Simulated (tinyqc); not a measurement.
# Worked calculation: bandgap voltage reference from two bipolar transistors

Program tinyqc, `OMP_NUM_THREADS=1 python tinyqc.py 2062126 2062127 out.jsonl`; Intel Xeon 2.30GHz, shared host, one thread, about 0.03 s. Printed values are rounded.

Two transistors of area 1 and N carry the same current I. Is(T) = Is (T/T0)^eta exp[(Vg0 q/kB)(1/T0 - 1/T)], VBE1 = Vt ln(I/Is(T)) + I rb, VBE2 = Vt ln(I/(N Is(T))) + I rb/N. The amplifier forces I R1(T) = VBE1 - VBE2 + Vos, with R(T) = R (1 + tc (T - T0)) for both resistors, and the output is Vref = VBE1 + I R2(T). Base currents and the Early effect are neglected.

Parameters, values chosen for the exercise; values of the order met in silicon bipolar transistors:
- T0 = 298 K (reference temperature)
- Vg0 = 1.176 V (band-gap voltage extrapolated to 0 K)
- eta = 3.9 (temperature exponent of the saturation current)
- Is = 4.7e-18 A (saturation current of the unit transistor at T0)
- N = 24 (area ratio of the second transistor)
- R1 = 11 kohm (resistor across which the difference of VBE falls, at T0)
- tc = 0 ppm/K (temperature coefficient of both resistors)
- Vos = 0 mV (offset of the amplifier)
- rb = 10 ohm (series resistance of the unit transistor)
- R2 = 67.69 kohm (output resistor at T0)
- T = 333 K (temperature)

Constants: q = 1.602176634e-19 C, kB = 1.380649e-23 J/K. Results are converted to the units shown.

## Operating point at the reference temperature

Vt = kB T/q; I = (Vt ln N + Vos)/(R1(T) - rb (1 - 1/N)). Evaluate at T = T0.

Vt = 0.0256797 V
I = 7.42568 uA
Is(T) = 4.7e-18 A
VBE1 = 0.721375 V
I R2 = 0.502644 V
Vref = 1.22402 V

## Operating point at another temperature

Vt = kB T/q; I = (Vt ln N + Vos)/(R1(T) - rb (1 - 1/N)).

Vt = 0.0286957 V
I = 8.29782 uA
Is(T) = 8.92426e-16 A
VBE1 = 0.658738 V
I R2 = 0.561680 V
Vref = 1.22042 V

From T0 to T, VBE1 changes by -62.6 mV and I R2 by 59.0 mV, which leaves -3.60 mV in Vref.

## Resistor for zero slope at T0, ideal case

With tc = 0, Vos = 0 and rb = 0 the current is proportional to T, dVBE/dT = (VBE - Vg0 - (eta - 1) Vt)/T, and Vref has zero slope at T0 when Vref = Vg0 + (eta - 1) Vt0. Find VBE1, its slope, that Vref, R2/R1 and the curvature d2Vref/dT2 = -(eta - 1) kB/(q T0).

VBE1 = 0.721278 V
dVBE/dT = -1.77582 mV/K
Vref = 1.25047 V
R2/R1 = 6.48431
curvature = -0.838600 uV/K^2
